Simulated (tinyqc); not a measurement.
# Surface potential of a MOS transistor: implicit equation and explicit approximations: what changes with what

p-type body, charge-sheet picture, depletion and inversion only, full ionisation (an idealisation for deep acceptors), Boltzmann statistics (rough once Na exp(x - xn) passes about Nc/7). In units of Vt: xg = (Vg - Vfb)/Vt, x = psi/Vt, G = gamma/sqrt(Vt), xn = (2 phiF + Vc)/Vt. The implicit equation is (xg - x)^2 = G^2 [x - 1 + exp(x - xn)] for x above about 3. Cox = eps0 eox/tox.

Inputs (values chosen for the exercise); band and dielectric values close to those of silicon: temperature T = 350 K; band gap Eg = 1.1 eV; relative permittivity eps_r = 11.8; conduction-band density of states at T Nc = 3.49e19 cm^-3; valence-band density of states at T Nv = 3.36e19 cm^-3; relative permittivity of the gate insulator (close to silicon dioxide) eox = 3.9; insulator thickness tox = 6.7 nm; acceptor density Na = 1.8e16 cm^-3; flat-band voltage Vfb = -0.61 V; channel-body voltage Vc = 0 V; gate-body voltage Vg = 0.42 V.

Constants: q = 1.602176634e-19 C, kB = 1.380649e-23 J/K, Vt = kB T/q, eps0 = 8.8541878128e-14 F/cm where lengths are in cm. Results are converted to the units shown.

Each table varies one quantity; the others keep the values above.

## Accuracy of the approximations against gate voltage

ni = sqrt(Nc Nv) exp(-Eg/(2 Vt)), Eg in volts; phiF = Vt ln(Na/ni); gamma = sqrt(2 q eps0 eps_r Na)/Cox; VT = Vfb + Vt (xn + G sqrt(xn - 1)). Depletion value a = 1 + [sqrt(G^2/4 + xg - 1) - G/2]^2; inversion value b = xn + ln[(xg - xn)^2/G^2 - xn + 1] and first guess y = min(a, b) - ln(1 + exp(-|a - b|)) if a > xn + 1, else b = y = a; one second-order correction with D = exp(y - xn), p = 2 (xg - y) + G^2 (1 + D), w = (xg - y)^2 - G^2 (y - 1 + D): z = y + 2 w/(p + sqrt(p^2 - 2 (2 - G^2 D) w)), or the Newton step z = y + w/p where the root is not real. N_inv = (Cox Vt G/q) [sqrt(x - 1 + exp(x - xn)) - sqrt(x - 1)] at the root. Lambert form (Cox m Vt/q) W0[(G/(2 m sqrt(xn - 1))) exp((Vg - VT)/(m Vt))], m = 1 + G/(2 sqrt(xn - 1)). Errors under 1e-4 mV, and the linear form below VT, are printed as 0.

Accuracy of the approximations against gate voltage:
```
Vg (V)  psi (V)    x - xn  error of y (mV)  error of z (mV)  N_inv (cm^-2)  Cox (Vg - VT)/q (cm^-2)  Lambert form (cm^-2)
-0.25   0.28410   -11.950                0                0          93653                        0                 47950
-0.05   0.46111   -6.0810          7.10e-3                0       2.5443e7                        0              2.0330e7
0.15    0.63991  -0.15270             2.25         -1.53e-4       7.9486e9                        0              7.9980e9
0.35    0.75416    3.6354             27.9             7.95      2.4987e11                6.3507e11             2.7512e11
0.55    0.79859    5.1084             24.1             6.84      7.3785e11                1.2784e12             8.0439e11
0.75    0.82466    5.9726             18.6            -2.51      1.2902e12                1.9218e12             1.3896e12
0.95    0.84313    6.5849             15.3            -1.11      1.8692e12                2.5652e12             1.9946e12
1.15    0.85742    7.0589             13.1           -0.624      2.4628e12                3.2085e12             2.6093e12
1.35    0.86907    7.4451             11.5           -0.394      3.0656e12                3.8519e12             3.2300e12
```

psi rises from 0.284 to 0.869 V and ends 7.4 Vt above 2 phiF + Vc. Among the rows the first guess is off by at most 28 mV (at Vg = 0.35 V) and the corrected value by at most 8.0 mV. In the last row the linear form is 26 % above N_inv and the Lambert form 5.4 % above it; in the first row the Lambert form is 49 % below it. For Vg = 0.75, 0.95, 1.15, 1.35 the electron quasi-Fermi level lies less than 2 Vt below the band edge at the surface, or above it, where degeneracy and confinement, left out, matter.

## Effect of the insulator thickness at fixed gate voltage

Same model as above.

Effect of the insulator thickness at fixed gate voltage:
```
tox (nm)  psi (V)  x - xn  error of y (mV)  error of z (mV)  N_inv (cm^-2)  Cox (Vg - VT)/q (cm^-2)  Lambert form (cm^-2)
2.2        0.8322   6.222             40.7             16.9       1.504e12                 3.397e12              1.794e12
3.1        0.8154   5.665             36.5             14.0       1.063e12                 2.300e12              1.231e12
4.2        0.7997   5.146             33.2             11.8       7.567e11                 1.598e12              8.566e11
5.7        0.7829   4.588             30.3             9.95       5.139e11                 1.078e12              5.703e11
7.8        0.7638   3.953             27.4             8.18       3.207e11                 6.854e11              3.495e11
11         0.7385   3.117             23.1            -5.19       1.633e11                 3.755e11              1.749e11
15         0.7071   2.074             13.8           -0.408       6.534e10                 1.741e11              6.883e10
20         0.6595  0.4974             10.8          -0.0795       1.486e10                 3.564e10              1.520e10
```

As tox goes from 2.2 to 20, psi falls from 0.832 to 0.660 V, x - xn falls from 6.22 to 0.497 and N_inv falls from 1.50e12 to 1.49e10 cm^-2. The Lambert form lies between 1.02 and 1.19 times N_inv. For tox = 2.2, 3.1 the electron quasi-Fermi level lies less than 2 Vt below the band edge at the surface, or above it, where degeneracy and confinement, left out, matter.

Program tinyqc, `OMP_NUM_THREADS=1 python tinyqc.py 2122022 2122023 out.jsonl`; Intel Xeon 2.30GHz, shared host, one thread, about 0.01 s.
